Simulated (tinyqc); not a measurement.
From one set of inputs to another, one input at a time: equilibrium crystal shape, supported particles, Gibbs-Thomson effect and coarsening. Computed by tinyqc, a small Python program. Command: `OMP_NUM_THREADS=1 python tinyqc.py 3018612 3018613 out.jsonl wulff ladder`. One thread of a shared host (Intel(R) Xeon(R) Processor @ 2.30GHz), about 0.1 s of CPU time with the checks.

A cubic crystal bounded by {100}, {110} and {111} facets only.

The inputs printed are set A. Inputs not listed in the table keep their values of set A, so the rows need not describe a real material.

Inputs (values chosen for the exercise, for a model metal):
```
quantity,value,unit
lattice constant a,3.69,angstrom
first-neighbour bond energy e1,0.378,eV
second-neighbour bond energy e2,0.096,eV
atoms in the particle N,340,-
temperature T,725,K
precipitate interface energy gamma_i,0.14,J/m^2
solubility x_inf at a flat interface,0.00019,-
diffusivity D,2.2e-20,m^2/s
mean radius at the start r0,1.3,nm
time t,320000,s
```

Surface energies: broken bonds, bcc.

Constants: 1 eV/angstrom^2 = 16.02176634 J/m^2; e = 1.602176634e-19 C; k_B = 8.617333262e-05 eV/K; k_B = 1.380649e-23 J/K.

Method:
- A cut with normal n breaks sum_R |R.n|/(2 Omega) bonds per area (R over all neighbours of a shell) and makes two surfaces: gamma = sum over shells e_s sum_R |R.n|/(4 Omega). bcc: 8 neighbours a/2 (1,1,1), 6 at a (1,0,0), Omega = a^3/2.
- Wulff construction: the facet planes lie at distances lambda gamma from the centre, and the shape is the region inside all of them; V = (1/3) sum of area x distance. gamma_mean = sum A gamma / sum A; shape factor eta = A/V^(2/3) (4.836 for a sphere). lambda follows from V = N Omega.
- For the Wulff shape mu - mu(bulk) = 2 Omega gamma/h, with gamma and h = lambda gamma the energy and distance of any one facet plane, here (111); the vapour pressure rises by exp[(mu - mu(bulk))/(k_B T)].
- Spherical precipitates of nearly pure solute with atomic volume Omega: x(r) = x_inf exp(l/r), l = 2 gamma_i Omega/(k_B T). Diffusion-limited coarsening at small volume fraction (Lifshitz-Slyozov-Wagner): r^3 = r0^3 + K t, K = (4/9) D x_inf l; the number density falls as (r0/r)^3. The steady size distribution is assumed from the start, and D and x_inf are inputs that do not follow T.

Each row keeps all changes above it:
```
input moved,from,to,mu - mu(bulk) (meV),gamma_mean (J/m^2),capillary length l (nm)
set A,-,-,215.31,0.7950,0.7027
diffusivity D (m^2/s),2.2e-20,4.9e-18,215.31,0.7950,0.7027
precipitate interface energy gamma_i (J/m^2),0.14,0.49,215.31,0.7950,2.4595
lattice constant a (angstrom),3.69,2.82,215.31,1.3613,1.0978
solubility x_inf at a flat interface,0.00019,0.0068,215.31,1.3613,1.0978
atoms in the particle N,340,260000,23.55,1.3613,1.0978
time t (s),320000,2200,23.55,1.3613,1.0978
temperature T (K),725,800,23.55,1.3613,0.9949
```

Where does the difference come from?

mu - mu(bulk) goes from 215 to 23.5, a factor 0.109 in all. The largest single move comes from atoms in the particle N (a factor 0.109). gamma_mean goes from 0.795 to 1.36, a factor 1.71 in all. The largest single move comes from lattice constant a (a factor 1.71). Capillary length l goes from 0.703 to 0.995, a factor 1.42 in all. The largest single move comes from precipitate interface energy gamma_i (a factor 3.50), and lattice constant a works against it (a factor 0.446). The single moves hold for this order of the switches; the total does not depend on the order.

Caution (rows set A, diffusivity D, precipitate interface energy gamma_i, lattice constant a, solubility x_inf at a flat interface): below a few thousand atoms edges and corners add to the energy and facets hold few atoms. Caution (all rows): l is not small against r0, so the linearised Gibbs-Thomson law behind the coarsening rate is rough.

Extremes, crossings and ranges named in words are read from the listed rows.
